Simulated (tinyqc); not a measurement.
Worked calculation: RKS/BP86 in the sto-6g basis, for BeH2, spin multiplicity 1. One step of it, computed by the program tinyqc.

Question. Iteration 2: diagonalisation and new density. Diagonalise F' = X^T F X, C = X C', fill 3 alpha and 3 beta electrons from the bottom; D = 2 C_occ C_occ^T. Each column has its largest component positive (the first on a tie).

Kohn-Sham matrix F (hartree), order 1Be 1s, 1Be 2s, 1Be 2px, 1Be 2py, 1Be 2pz, 2H 1s, 3H 1s:
```
[[-3.725831, -1.053904, 0.001646, -0.001632, 0.003454, -0.241029, -0.210491],
 [-1.053904, -0.459785, 0.005309, -0.020763, 0.011131, -0.251700, -0.213964],
 [0.001646, 0.005309, 0.018544, 0.000262, 0.000528, 0.001715, 0.001431],
 [-0.001632, -0.020763, 0.000262, -0.093483, 0.000492, -0.208906, 0.168289],
 [0.003454, 0.011131, 0.000528, 0.000492, 0.019353, 0.003636, 0.002939],
 [-0.241029, -0.251700, 0.001715, -0.208906, 0.003636, -0.227102, -0.025830],
 [-0.210491, -0.213964, 0.001431, 0.168289, 0.002939, -0.025830, -0.129902]]
```

X, order 1Be 1s, 1Be 2s, 1Be 2px, 1Be 2py, 1Be 2pz, 2H 1s, 3H 1s:
```
[[1.027261, -0.148035, 0.000000, -0.000216, 0.000000, 0.017834, 0.018663],
 [-0.148035, 1.197085, 0.000000, 0.015550, 0.000000, -0.276355, -0.247892],
 [0.000000, 0.000000, 1.000000, 0.000000, 0.000000, 0.000000, 0.000000],
 [-0.000216, 0.015550, 0.000000, 1.288305, 0.000000, -0.383430, 0.358473],
 [0.000000, 0.000000, 0.000000, 0.000000, 1.000000, 0.000000, 0.000000],
 [0.017834, -0.276355, 0.000000, -0.383430, 0.000000, 1.243886, -0.077986],
 [0.018663, -0.247892, 0.000000, 0.358473, 0.000000, -0.077986, 1.213567]]
```

Give: F' = X^T F X; orbital energies; coefficients C; D after iteration 2.

Answer.

F' = X^T F X (hartree):
```
[[-3.636, -0.574, 0.001, 0.001, 0.002, -0.036, -0.026],
 [-0.574, -0.138, 0.005, -0.006, 0.011, -0.166, -0.154],
 [0.001, 0.005, 0.019, 0.000, 0.001, 0.000, 0.000],
 [0.001, -0.006, 0.000, 0.163, 0.000, -0.260, 0.240],
 [0.002, 0.011, 0.001, 0.000, 0.019, 0.001, 0.001],
 [-0.036, -0.166, 0.000, -0.260, 0.001, -0.028, -0.067],
 [-0.026, -0.154, 0.000, 0.240, 0.001, -0.067, 0.052]]
```

orbital energies (hartree): [-3.729, -0.289, -0.214, 0.018, 0.020, 0.168, 0.478]

coefficients C, order 1Be 1s, 1Be 2s, 1Be 2px, 1Be 2py, 1Be 2pz, 2H 1s, 3H 1s:
```
[[0.991, -0.174, -0.126, 0.000, 0.005, -0.223, 0.006],
 [0.036, 0.453, 0.375, 0.001, -0.036, 1.116, -0.006],
 [0.000, -0.011, -0.009, 0.896, 0.442, 0.022, 0.000],
 [0.001, 0.236, -0.397, 0.000, -0.008, 0.094, 1.309],
 [-0.001, -0.023, -0.019, -0.443, 0.895, 0.045, 0.000],
 [-0.006, 0.605, -0.181, -0.001, 0.051, -0.783, -0.873],
 [-0.006, 0.095, 0.549, -0.001, 0.051, -0.730, 0.907]]
```

D after iteration 2, order 1Be 1s, 1Be 2s, 1Be 2px, 1Be 2py, 1Be 2pz, 2H 1s, 3H 1s:
```
[[2.056, -0.180, 0.005, 0.020, 0.011, -0.178, -0.183],
 [-0.180, 0.695, -0.017, -0.084, -0.035, 0.412, 0.497],
 [0.005, -0.017, 0.000, 0.002, 0.001, -0.010, -0.012],
 [0.020, -0.084, 0.002, 0.426, 0.005, 0.429, -0.391],
 [0.011, -0.035, 0.001, 0.005, 0.002, -0.021, -0.025],
 [-0.178, 0.412, -0.010, 0.429, -0.021, 0.797, -0.084],
 [-0.183, 0.497, -0.012, -0.391, -0.025, -0.084, 0.621]]
```
